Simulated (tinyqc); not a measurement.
# Capillary instabilities by surface diffusion: grooving and agglomeration of films, edge retraction, wire break-up and smoothing of roughness, step by step

A worked calculation. Computed by tinyqc, a small Python program that keeps every step. Command: `OMP_NUM_THREADS=1 python tinyqc.py 3020352 3020353 out.jsonl dewet walk`. One thread of a shared host (Intel(R) Xeon(R) Processor @ 2.30GHz), about 0.01 s of CPU time with the checks. Intermediate numbers are printed to about 7 digits and carried at full precision; extremes and crossings named in words are read from the listed rows.

Isotropic surface energy; shapes change by surface diffusion alone.

Inputs (values chosen for the exercise, of the order of those of a gold film):
```
quantity                                value        unit
surface energy gamma_s                   1.38       J/m^2
grain-boundary energy gamma_b            0.36       J/m^2
interface energy gamma_i                  1.1       J/m^2
contact angle on the substrate theta       95     degrees
atomic volume Omega                        17  angstrom^3
surface sites nu                           12      1/nm^2
prefactor D0                          0.00037       m^2/s
activation energy Q                     0.887          eV
temperature T                             457           K
time t                                     20           s
film thickness h                          8.8          nm
grain radius R                            120          nm
wire radius r                              26          nm
initial ripple over radius               0.01           -
roughness wavelength lambda                18          nm
```

Grooves: at the surface and the interface.

Constants: k_B = 8.617333262e-05 eV/K; k_B = 1.380649e-23 J/K.

## The Mullins constant

B = D_s nu gamma_s Omega^2/(k_B T), D_s = D0 exp(-Q/(k_B T)).

D_s = 6.115054e-14 m^2/s

B = 46383.02 nm^4/s

length (B t)^(1/4) = 31.03468 nm

Lengths grow as t^(1/4): doubling one takes 16 times as long, or roughly 68 K more.

## Will grooves cut through?

Groove angle beta: sin(beta) = gamma_b/(2 gamma). For circular grains of radius R with spherical caps the groove ends (measured from the mean surface) at the depth R g(beta), g = (2 - 3 cos beta + cos^3 beta)/(3 sin^3 beta). The film parts if R [g(beta_s) + g(beta_i)] > h.

beta_s = 7.494717 degrees

beta_i = 9.418027 degrees

sum of g = 0.07407524

critical R/h = 13.49979

final depth over h = 1.010117

Given enough time, the grooves reach through: holes open at boundaries and, earlier, at triple junctions.

## Groove growth in time

Mullins' isolated groove: depth below the flat surface d = 0.780 m (B t)^(1/4), m = tan(beta_s), width between the ridges 4.6 (B t)^(1/4); time to reach h: (h/(0.780 m))^4/B.

groove depth = 3.184648 nm

groove width = 142.7595 nm

time to reach the substrate = 1166.044 s

Caution: the grains are too small for the surface groove ever to reach the depth h.

## Retraction of a straight edge

A rim shaped as a circular segment with contact angle theta holds the area h x; its radius r obeys r^2 (theta - sin theta cos theta) = h x. To advance, the edge must carry a strip of the rim height H = r (1 - cos theta) over the rim, driven by the curvature 1/r over the distance r theta (the scaling argument of Brandon and Bradshaw): H dx/dt = B/(theta r^2) gives x^(5/2) = (5/2) B t c^(3/2)/(theta (1 - cos theta) h^(3/2)), c = theta - sin theta cos theta.

retraction x = 105.2314 nm

rim height H = 25.04506 nm

present speed = 2.104628 nm/s

The rim is 2.8 times the film thickness. x goes as t^(2/5) h^(-3/5): thin films retract faster.

## Break-up of a free wire

A wire with r + A cos(k z) has dA/dt = (B/r^4) (kr)^2 [1 - (kr)^2] A: unstable for wavelengths above 2 pi r, fastest at kr = 1/sqrt 2 with the rate B/(4 r^4); break-up time about (4 r^4/B) ln(r/A0); each wavelength makes a sphere of radius (3 r^2 lambda_m/4)^(1/3).

fastest wavelength = 231.0299 nm

break-up time = 181.4847 s

radius of the spheres = 48.92814 nm

t over the break-up time = 0.1102021

The wire survives t. Caution: faceting can stabilise wires along low-index directions.

## Smoothing against break-up

Roughness of wavelength lambda on a flat face decays as exp[-B (2 pi/lambda)^4 t]; the smoothing time is that for a factor e^3.

Times (s); the last column is (h/(0.780 tan beta_s))^4/B:
```
T (K)    B (nm^4/s)     smoothing  wire break-up  groove to depth h
388    9.951678e+02  2.030465e-01   8.458683e+03       5.434726e+04
411    4.146037e+03  4.873698e-02   2.030326e+03       1.304490e+04
434    1.480455e+04  1.364887e-02   5.685963e+02       3.653246e+03
457    4.638302e+04  4.356451e-03   1.814847e+02       1.166044e+03
480    1.299407e+05  1.555058e-03   6.478192e+01       4.162255e+02
503    3.305716e+05  6.112603e-04   2.546440e+01       1.636094e+02
548    1.628714e+06  1.240643e-04   5.168377e+00       3.320696e+01
```

All times share 1/B, so their ratios do not depend on T: break-up over smoothing is 42000. An anneal can smooth this roughness well before the wire breaks. Smoothing is safe for lambda well below 2 pi r, above which a ripple along the wire grows instead. B spans 3.2 decades over these rows.

Checks made by the program: g against the volume of a spherical cap (relative difference below 1e-10).
